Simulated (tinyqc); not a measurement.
Worked calculation: CIS on RHF in the sto-6g basis, for H3+, spin multiplicity 1. One step of it, computed by the program tinyqc.

Task: CIS matrix, triplets. A(ia,jb) = (e_a - e_i) d_ij d_ab - (ij|ab).

orbital energies (hartree): MO1 -1.089952, MO2 -0.093830, MO3 -0.093199

Two-electron integrals over orbitals (pq|rs), unique and non-zero (hartree):
```
(11|11) 0.572690    (21|11) -0.000078   (21|21) 0.144707    (22|11) 0.558255
(22|21) 0.081225    (22|22) 0.644776    (31|11) 0.000052    (31|21) 1.26e-08
(31|22) -0.054841   (31|31) 0.144714    (32|11) 2.11e-08    (32|21) -0.054887
(32|22) -0.000049   (32|31) -0.081192   (32|32) 0.077461    (33|11) 0.558367
(33|21) -0.081260   (33|22) 0.489798    (33|31) 0.054865    (33|32) 0.000049
(33|33) 0.644820
```

Give: CIS matrix A, triplet.

Result:

CIS matrix A, triplet (hartree):
```
       1>2    1>3
1>2  0.438  0.000
1>3  0.000  0.438
```
